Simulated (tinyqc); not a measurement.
# Ionisation ratio from the excess noise

Problem. In the local model of an avalanche photodiode F = k M + (1 - k)(2 - 1/M), k the ratio of the ionisation coefficient of the other carrier to that of the injected one. Find k and F at twice the gain.

M = 40
excess noise factor F = 3.496

Solution. F is linear in k: k = (F - 2 + 1/M)/(M - 2 + 1/M).

k = 0.04000
F at 2 M = 5.108

tinyqc, about 0.08 s, one thread, Intel Xeon 2.30GHz (shared host): `OMP_NUM_THREADS=1 python tinyqc.py 2120122 2120123 out.jsonl`
